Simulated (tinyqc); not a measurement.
# Front-illuminated p-i-n photodiode, quantum efficiency and bandwidth: efficiency and bandwidth against the thickness of the depleted layer

Light enters through a p layer (0 to xp), a depleted layer (xp to xp + wi) and a thick n substrate, decaying as exp(-al x); one pass, no back reflection. Carriers made in the depleted layer are all collected; those in the neutral layers diffuse.

k = al Ln, s = S Ln/Dn, e = exp(-al xp); front layer f1 = (k/(k^2 - 1)) {[s + k - e (s cosh(xp/Ln) + sinh(xp/Ln))]/[s sinh(xp/Ln) + cosh(xp/Ln)] - k e}; depleted layer f2 = e (1 - exp(-al wi)); substrate f3 = e exp(-al wi) al Lp/(1 + al Lp); external efficiency (1 - Rf)(f1 + f2 + f3); responsivity = efficiency q lam/(h c). Drift response for pairs made in the depleted layer, a = al wi, g = 1 - exp(-a), u = 2 pi i f, te = wi/ve, th = wi/vh: electrons He = [g - a (exp(-a) - exp(-u te))/(u te - a)]/(u te g), holes Hh = [g - a (1 - exp(-a - u th))/(a + u th)]/(u th g); C = eps0 eps_r pi (dia/2)^2/wi + Cp; total |He + Hh|/sqrt(1 + (2 pi f RL C)^2), for the current of the depleted layer alone. Limits are the frequencies at which each factor falls to 1/sqrt(2); inverse-square sum (f_transit^-2 + f_RC^-2)^(-1/2); the diffusion currents f1 and f3 are left out of the bandwidth.

Parameters, values chosen for the exercise; values close to those of In0.53Ga0.47As at this wavelength:
```
symbol   value    unit                                         meaning
lam       1310      nm                                      wavelength
al       11700    1/cm                          absorption coefficient
Rf         0.3                           reflectance of the front face
eps_r     14.3                                   relative permittivity
xp        0.17      um                  thickness of the front p layer
Dn          85  cm^2/s   electron diffusion coefficient in the p layer
Ln        0.44      um        electron diffusion length in the p layer
S         4000    cm/s     recombination velocity of the front surface
Lp           2      um  hole diffusion length in the thick n substrate
ve      7.05e6    cm/s                         electron drift velocity
vh      4.74e6    cm/s                             hole drift velocity
dia        310      um                                        diameter
RL          50     ohm                                 load resistance
Cp          10      fF                           parasitic capacitance
```

Constants: q = 1.602176634e-19 C, h = 6.62607015e-34 J s, c = 299792458 m/s, eps0 = 8.8541878128e-14 F/cm where lengths are in cm. Results are converted to the units shown.

Efficiency and bandwidth against the thickness of the depleted layer:

| wi (um) | f2 | f1 + f3 | responsivity (A/W) | transit limit (GHz) | RC limit (GHz) | 3 dB bandwidth (GHz) | inverse-square sum (GHz) | bandwidth x (1 - Rf) f2 (GHz) |
|---|---|---|---|---|---|---|---|---|
| 0.31 | 0.2493 | 0.5712 | 0.6069 | 100.6 | 0.1032 | 0.1032 | 0.1032 | 0.01802 |
| 0.53 | 0.3788 | 0.4805 | 0.6355 | 59.85 | 0.1764 | 0.1764 | 0.1764 | 0.04678 |
| 0.88 | 0.5269 | 0.3767 | 0.6683 | 36.95 | 0.2928 | 0.2928 | 0.2928 | 0.1080 |
| 1.5 | 0.6779 | 0.2709 | 0.7018 | 22.43 | 0.4988 | 0.4987 | 0.4987 | 0.2366 |
| 2.5 | 0.7756 | 0.2024 | 0.7234 | 13.85 | 0.8305 | 0.8285 | 0.8290 | 0.4498 |
| 4.2 | 0.8136 | 0.1758 | 0.7318 | 8.240 | 1.393 | 1.367 | 1.373 | 0.7788 |
| 7.1 | 0.8194 | 0.1718 | 0.7331 | 4.704 | 2.347 | 2.053 | 2.100 | 1.178 |
| 12 | 0.8196 | 0.1716 | 0.7331 | 2.685 | 3.947 | 2.151 | 2.220 | 1.234 |
| 20 | 0.8196 | 0.1716 | 0.7331 | 1.581 | 6.525 | 1.524 | 1.537 | 0.8743 |

As wi goes from 0.31 to 20, the responsivity rises from 0.607 to 0.733 A/W and the bandwidth goes from 0.103 through a maximum of 2.15 (at wi = 12 among the rows listed) to 1.52 GHz. The RC limit is the lower one for wi = 0.31, 0.53, 0.88, 1.5, 2.5, 4.2, 7.1, the transit limit elsewhere. Adding inverse squares of the two limits is within 3.2 % of the full result. The product of bandwidth and fast efficiency goes from 0.0180 through a maximum of 1.23 (at wi = 12 among the rows listed) to 0.874 GHz. For wi = 0.31, 0.53, 0.88, 1.5 the diffusion currents exceed 0.3 of the drift current; their own response times, left out, may then shape the whole response.

Program tinyqc, `OMP_NUM_THREADS=1 python tinyqc.py 2250037 2250038 out.jsonl`; Intel Xeon 2.30GHz, shared host, one thread, about 0.01 s.
